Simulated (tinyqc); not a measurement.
AlGaN/GaN HEMT with access regions, lumped model: effect of the gate voltage.

A polarisation-induced electron sheet under a Schottky gate, in series with two ungated access regions and contacts. Drift law v = mu E/(1 + mu E/vs) under the gate. Currents in mA/mm, resistances in ohm mm. No self-heating, no channel-length modulation; fits for polarisation, barrier and offset are chosen for the exercise.

sigma = (5e13 x + 1.6e13 x^2) cm^-2, phiB = 0.84 + 1.3 x, dEc = 0.7 (1.71 x + x^2) in volts, Cb = eps0 eps_r/d, VT = phiB - dEc - q sigma/Cb, access density n0 = -Cb VT/q. Access resistance R(L, n) = L/(q mu n sqrt(1 - (I/(q n vs))^2)); Rs = Rc + R(Ls, n0), Rd = Rc + R(Ld, (1 - ft) n0). Vg' = Vg - I Rs, Vd' = Vd - I (Rs + Rd); with u = Vg' - VT, Vc = vs Lg/mu and w the smaller of Vd' and Vc [sqrt(1 + 2 u/Vc) - 1] (0 if negative), the channel gives (mu Cb/Lg)(u w - w^2/2)/(1 + w/Vc). I equals that channel current. Isat is I at Vd = 10 V, gm = dIsat/dVg, Ron the limit of Vd/I at small Vd.

Values chosen for this exercise; values close to those of AlGaN/GaN structures:
- x = 0.24 (aluminium share of the barrier)
- d = 30 nm (barrier thickness)
- eps_r = 9 (relative permittivity of barrier and channel)
- mu = 1900 cm^2/(V s) (channel mobility)
- vs = 1.1e7 cm/s (saturation velocity)
- Lg = 0.15 um (gate length)
- Ls = 1.5 um (source access length)
- Ld = 12 um (drain access length)
- Rc = 0.31 ohm mm (resistance of each contact)
- ft = 0.45 (share of the drain-access electrons removed by traps)

Constants: q = 1.602176634e-19 C, eps0 = 8.8541878128e-14 F/cm where lengths are in cm. Results are converted to the units shown.

The same in every row: VT (V) = -6.970; n0 (cm^-2) = 1.155e13.

Results:
```
Vg (V)  Ron (ohm mm)  Isat (mA/mm)  gm (mS/mm)
-6.6           8.054         48.17       169.0
-5.4           7.439         279.2       204.0
-3.1           7.326         762.4       212.4
-2             7.309         879.6       7.567
-0.8           7.297         883.8       1.653
0.3            7.290         885.0      0.7620
1.5            7.284         885.7      0.4197
```

Estimate the missing row, Vg = -4.3 V.

Computed row:
```
Vg (V)  Ron (ohm mm)  Isat (mA/mm)  gm (mS/mm)
-4.3           7.361         508.0       210.8
```

With this row back in the table: As Vg goes from -6.6 to 1.5 V, Ron falls from 8.05 to 7.28 ohm mm, Isat rises from 48.2 to 886 mA/mm and gm goes from 169 through a maximum of 212 (at Vg = -3.1 V among the rows listed) to 0.420 mS/mm. The ceiling Cb vs is 292 mS/mm. For Vg = -4.3 to 1.5 V the power passes 5 W/mm, where self-heating, left out here, lowers the current. For Vg = -2 to 1.5 V the gated channel is not yet saturated at 10 V, because the access regions take the voltage, and gm drops. At Vg = 1.5 V Vg comes within 0.2 V of phiB or passes it, so at low drain current, as for Ron, the Schottky gate would conduct.

tinyqc, about 0.02 s, one thread, Intel Xeon 2.30GHz (shared host): `OMP_NUM_THREADS=1 python tinyqc.py 2570041 2570042 out.jsonl`
